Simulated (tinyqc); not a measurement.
Sputter depth profiling of a dopant layer: erosion rate, quantification and the mixing-roughness response. Changing the level that defines the junction C_B. Computed by tinyqc, a small Python program. Command: `OMP_NUM_THREADS=1 python tinyqc.py 3030113 3030114 out.jsonl sims sweep`. One thread of a shared host (Intel(R) Xeon(R) Processor @ 2.30GHz), about 0.2 s of CPU time with the checks.

A rastered ion beam erodes silicon (49.94 atoms per nm^3). The measured profile is the true one convolved with a depth response.

Inputs (values chosen for the exercise, modelled on a dopant in silicon under an oxygen or caesium beam): beam energy E = 0.47 keV; beam current = 37 nA; raster side = 300 um; sputter yield at 1 keV = 0.86; mixing length at 1 keV = 1.8 nm; roughness sigma = 1.6 nm; depth of the top edge z0 = 30 nm; box width b = 21 nm; box concentration C = 1.9e+19 1/cm^3; relative sensitivity factor RSF = 2.9e+20 1/cm^3; matrix count rate = 1.4e+06 1/s; background count rate = 9 1/s; counting time per point = 2 s.

True profile: box.

Constants: e = 1.602176634e-19 C.

Method:
- Scaling chosen for the exercise: yield Y = Y1 E^0.5, mixing length w = w1 E^0.5 (E in keV).
- Erosion rate = Y I/(e x raster^2 x density); depth step = rate x counting time; concentration = RSF x counts/matrix counts; detection limit = RSF x 3 sqrt(background x time)/(matrix rate x time).
- Mixing alone turns a layer at z0 into (1/w) exp(-(z - z0 + w)/w) for z > z0 - w; roughness adds a Gaussian of width sigma. With x = z - z0 + w: g(x) = (1/(2w)) exp(sigma^2/(2 w^2) - x/w) erfc((sigma/w - x/sigma)/sqrt2), and its integral G(x) = (1/2) erfc(-x/(sigma sqrt2)) - w g(x). Measured: C [G(x) - G(x - b)].
- Find the maximum, the full width at half maximum and the deep point where the profile falls to C_B; far down, the trailing edge decays by w ln(10) per decade.

One run for each value:
```
level that defines the junction C_B (1/cm^3)  apparent junction depth (nm)
1.00e+15                                                             62.96
3.00e+15                                                             61.61
1.00e+16                                                             60.12
3.00e+16                                                             58.76
1.00e+17                                                             57.28
3.00e+17                                                             55.92
1.00e+18                                                             54.41
3.00e+18                                                             52.93
```

Over the rows, apparent junction depth (nm) falls from 63.0 to 52.9 (exponent d ln y / d ln x -0.020 between the first rows and -0.025 between the last). Each decade down in C_B adds w ln(10) = 2.84 nm in the exponential tail. Left out: 1.00e19 (the peak is near the junction level, or the box is flat-topped).

Caution (rows 1.00e15): C_B lies below the detection limit, so this point could not be measured.

Extremes, crossings and ranges named in words are read from the listed rows.
